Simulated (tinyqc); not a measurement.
# Minority carriers and saturation current of a heavily doped emitter: what changes with what

n-type, parabolic bands, full ionisation. eta = (EF - Ec)/kB T solves N = Nc F12(eta), F12(x) = (2/sqrt(pi)) int_0^infinity sqrt(u)/(1 + exp(u - x)) du. The gap shrinks rigidly by dEg = a3 y^(1/3) + a4 y^(1/4) + a2 y^(1/2), y = N/1e18 cm^-3, an empirical law that is here taken as the true narrowing.

Values chosen for this exercise; band and dielectric values those of a made-up semiconductor:
- T = 300 K (temperature)
- Eg = 1.12 eV (band gap)
- Nc = 2.51e19 cm^-3 (conduction-band density of states at 300 K)
- Nv = 1.99e19 cm^-3 (valence-band density of states at 300 K)
- N = 1.7e19 cm^-3 (ionised donor density)
- a3 = 10.3 meV (coefficient of (N/1e18)^(1/3))
- a4 = 7.7 meV (coefficient of (N/1e18)^(1/4))
- a2 = 1.4 meV (coefficient of (N/1e18)^(1/2))
- mup = 230 cm^2/(V s) (minority-hole mobility)
- Cn = 1.6e-31 cm^6/s (Auger coefficient)
- ts = 0.068 us (defect lifetime)
- W = 67 nm (emitter width)

Constants: q = 1.602176634e-19 C, kB = 1.380649e-23 J/K, Vt = kB T/q. Results are converted to the units shown.

Each table varies one quantity; the others keep the values above.

## Approximations to the Fermi level

With u = N/Nc: Boltzmann ln u; Joyce-Dixon ln u + 0.353553 u - 4.95009e-3 u^2 + 1.48386e-4 u^3 - 4.42563e-6 u^4; degenerate limit (3 sqrt(pi) u/4)^(2/3). The Einstein ratio is D/(mu Vt) = F12/Fm, Fm(x) = dF12/dx = (1/sqrt(pi)) int_0^infinity u^(-1/2)/(1 + exp(u - x)) du.

Result of one run:
```
N (cm^-3)	N/Nc	eta	Boltzmann	Joyce-Dixon	degenerate	D/(mu Vt)
2.2e19	0.8765	0.1744	-0.1318	0.1744	1.107	1.303
```

What becomes of these results when the ionised donor density N is changed from 2.2e19 to 1.3e20 cm^-3, all else the same?

Result of the changed run:
```
N (cm^-3)	N/Nc	eta	Boltzmann	Joyce-Dixon	degenerate	D/(mu Vt)
1.3e20	5.179	3.361	1.645	3.360	3.619	2.616
```

The whole series:
```
N (cm^-3)	N/Nc	eta	Boltzmann	Joyce-Dixon	degenerate	D/(mu Vt)
1.6e18	0.06375	-2.730	-2.753	-2.730	0.1929	1.022
3.9e18	0.1554	-1.807	-1.862	-1.807	0.3494	1.055
9.2e18	0.3665	-0.8747	-1.004	-0.8747	0.6192	1.128
2.2e19	0.8765	0.1744	-0.1318	0.1744	1.107	1.303
5.2e19	2.072	1.441	0.7284	1.441	1.965	1.694
1.3e20	5.179	3.361	1.645	3.360	3.619	2.616
3e20	11.95	6.184	2.481	6.163	6.320	4.313
7.1e20	28.29	11.15	3.342	9.908	11.22	7.533
```

Boltzmann is within 0.1 of eta up to N/Nc = 0.16, Joyce-Dixon within 0.01 up to 5.2, and the degenerate limit is off by 0.074 in the last row. The Einstein ratio rises from 1.02 to 7.53: degenerate carriers diffuse faster for the same mobility.

## Effect of the contact

ni = sqrt(Nc Nv) exp(-Eg/(2 Vt)), Eg in volts; degeneracy factor g = F12(eta) exp(-eta); nie^2 = ni^2 exp(dEg/kB T) g, p0 = nie^2/N; apparent narrowing dEg + kB T ln g. 1/tau = Cn N^2 + 1/ts, D = mup Vt, L = sqrt(D tau); J0 = (q p0 D/L)(s + tanh(W/L))/(1 + s tanh(W/L)), s = S L/D; the share recombining inside is 1 - 1/[cosh(W/L)(1 + tanh(W/L)/s)].

Results:
```
S (cm/s)	J0 (fA/cm^2)	share inside (%)
80	1.7691	83.620
1500	6.9030	21.413
6200	23.779	6.1998
26000	92.968	1.5687
1.1e5	355.96	0.39270
4.8e5	1129.8	0.10797
2.1e6	2261.1	0.042435
8.8e6	2921.7	0.027640
```

Estimate the missing row, S = 340 cm/s.

Computed row:
```
S (cm/s)	J0 (fA/cm^2)	share inside (%)
340	2.7104	54.573
```

With this row back in the table: J0 rises from 1.77 to 2920 fA/cm^2, between the limits q p0 (D/L) tanh(W/L) = 1.48 and q p0 (D/L) coth(W/L) = 3220; W/L = 0.021, so passivating the contact can gain at most a factor of 2170.

Range of the model: Band tails, non-parabolic bands and incomplete ionisation are left out.

tinyqc, about 0.01 s, one thread, Intel Xeon 2.30GHz (shared host): `OMP_NUM_THREADS=1 python tinyqc.py 2330040 2330041 out.jsonl`
